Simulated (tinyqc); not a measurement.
Along the matched line: quaternary alloy A(x)B(1-x)C(y)D(1-y) matched to a substrate.

Q(x,y) = x y Q_AC + x (1 - y) Q_AD + (1 - x) y Q_BC + (1 - x)(1 - y) Q_BD for the lattice constant. Gap, rule 1: Q(x,y) - x (1 - x)[y C_ABC + (1 - y) C_ABD] - y (1 - y)[x C_ACD + (1 - x) C_BCD]. Rule 2 (mean of ternaries): {x (1 - x)[y T_ABC(x) + (1 - y) T_ABD(x)] + y (1 - y)[x T_ACD(y) + (1 - x) T_BCD(y)]}/{x (1 - x) + y (1 - y)}, T_ABC(x) = x E_AC + (1 - x) E_BC - C_ABC x (1 - x), T_ACD(y) = y E_AC + (1 - y) E_AD - C_ACD y (1 - y), and alike. Only the Gamma valley is followed.

Matching a(x,y) = a_s gives x = (a_s - y a_BC - (1 - y) a_BD)/(y (a_AC - a_BC) + (1 - y)(a_AD - a_BD)).
Constants: hc = 1239.841984 eV nm.

Values chosen for the exercise (AC, AD, BC, BD near GaAs, GaSb, InAs and InSb; substrate near InP; the results hold for these values, not for the real material): a = (5.652, 6.09, 6.052, 6.47) angstrom (lattice constants of AC, AD, BC, BD); Eg = (1.515, 0.82, 0.422, 0.234) eV (gaps at Gamma of AC, AD, BC, BD); Cb = (0.437, 0.398, 1.606, 0.69) eV (bowing of ABC, ABD, ACD, BCD); a_s = 5.871 angstrom (substrate).

x follows from y.

Results:
```
y          x  bilinear (eV)  rule 1 (eV)  rule 2 (eV)  wavelength 1 (nm)  wavelength 2 (nm)
0.51  0.9888         1.1650       0.7616       0.7830               1628               1584
0.57  0.9217         1.1476       0.7412       0.8502               1673               1458
0.63  0.8550         1.1265       0.7307       0.8842               1697               1402
0.69  0.7887         1.1018       0.7288       0.9010               1701               1376
0.75  0.7228         1.0734       0.7343       0.9066               1689               1368
0.81  0.6573         1.0414       0.7458       0.9032               1663               1373
0.87  0.5922         1.0058       0.7621       0.8903               1627               1393
0.99  0.4632         0.9240       0.8044       0.8192               1541               1513
```

Give the missing row, y = 0.93.

Computed row:
```
y          x  bilinear (eV)  rule 1 (eV)  rule 2 (eV)  wavelength 1 (nm)  wavelength 2 (nm)
0.93  0.5275         0.9667       0.7821       0.8650               1585               1433
```

The matched alloys span 0.729 to 0.804 eV by rule 1, with the lowest value inside the range, at y = 0.69. Along the line dx/dy is -1.118 between the first two rows and -1.072 between the last two. In energy the two rules differ most at y = 0.75, by 172 meV (321 nm there), which measures how far the ternary data leave the interior open. Miscibility gaps are not considered.

Program tinyqc; command `OMP_NUM_THREADS=1 python tinyqc.py 1050158 1050159 out.jsonl`; about 0.01 s on one thread of a shared Intel(R) Xeon(R) Processor @ 2.30GHz.
